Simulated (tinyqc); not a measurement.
## Doping and flat-band voltage from two insulator thicknesses

Problem. A junctionless wire is fully depleted at VT = Vfb - q Nd R^2/(4 eps0 eps_r) - q Nd R^2 ln(1 + tox/R)/(2 eps0 eox). Find Nd and Vfb.

Inputs (values chosen for the exercise); material values those of a made-up semiconductor: relative permittivity of the semiconductor eps_r = 13.4; relative permittivity of the gate insulator eox = 7.5; wire radius R = 5 nm.

Constants: q = 1.602176634e-19 C, eps0 = 8.8541878128e-14 F/cm where lengths are in cm. Results are converted to the units shown.

VT at tox = 6.5 and 14 nm (V): -0.26457273  -0.79455545

Solution. The difference of the thresholds is proportional to Nd and holds no Vfb.

Nd = 3.50e19 cm^-3
Vfb = 0.910 V

Program tinyqc, `OMP_NUM_THREADS=1 python tinyqc.py 2460073 2460074 out.jsonl`; Intel Xeon 2.30GHz, shared host, one thread, about 0.01 s.
